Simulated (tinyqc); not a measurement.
What each parameter does: exciton in an atomically thin sheet (Rytova-Keldysh potential).

Relative motion in the plane with V(k) = -2 pi q/(k (kap + r0 k)), q = e^2/(4 pi eps0), c = hbar^2/2m0. Normalised Gaussians exp(-a_i r^2): with A = a_i + a_j, S_ij = 2 sqrt(a_i a_j)/A, T_ij = (4c/mu)(a_i a_j/A) S_ij, V_ij = -q S_ij times the integral over k from 0 to infinity of exp(-k^2/4A)/(kap + r0 k).

Converged values use 20 Gaussians with exponents 2^i/b^2, i = -11 to 8, b the larger of a0 kap/(2 mu) and sqrt(a0 r0/mu), a0 = 0.5291772 angstrom; p states use r exp(i theta) exp(-a r^2).

Constants: hbar^2/2m0 = 3.80998211 eV angstrom^2; e^2/(4 pi eps0) = 14.39964547 eV angstrom.

Inputs chosen for the exercise (near those of a WS2 monolayer; the results hold for these values, not for the real material):
- me = 0.296 m0 (electron mass)
- mh = 0.452 m0 (hole mass)
- kap = 1 (mean dielectric constant of the surroundings)
- r0 = 40.4 angstrom (screening length of the sheet)
- Eg = 2.598 eV (gap, in these surroundings)

1/mu = 1/me + 1/mh; converged values. Eg is held fixed when kap or r0 changes: the shrinking of the gap by stronger screening, which offsets most of the shift of the 1s line, is left out.

Results for these values:
```
case  1s binding (meV)  2s - 1s (meV)  2s - 2p (meV)  1s line (eV)
base             516.3          290.0           53.7         2.082
```

What happens to each result for kap = 1.6, all else kept?

Answer: 1s binding falls from 516.3 to 386.1; 2s - 1s falls from 290.0 to 245.0; 2s - 2p falls from 53.7 to 39.0; 1s line rises from 2.082 to 2.212.

The same for each parameter in turn:
```
case                1s binding (meV)  2s - 1s (meV)  2s - 2p (meV)  1s line (eV)
base                           516.3          290.0           53.7         2.082
me = 0.355 m0                  531.8          294.4           55.2         2.066
mh = 0.362 m0                  502.7          285.9           52.3         2.095
kap = 1.6                      386.1          245.0           39.0         2.212
r0 = 32.3 angstrom             605.5          350.4           62.9         1.992
Eg = 2.73 eV                   516.3          290.0           53.7         2.214
```

Computed by tinyqc, a small Python program: `OMP_NUM_THREADS=1 python tinyqc.py 1281965 1281966 out.jsonl` (the numbers bound the seed that draws the inputs); one thread of a shared host (Intel(R) Xeon(R) Processor @ 2.30GHz), about 0.04 s for the whole set of steps.
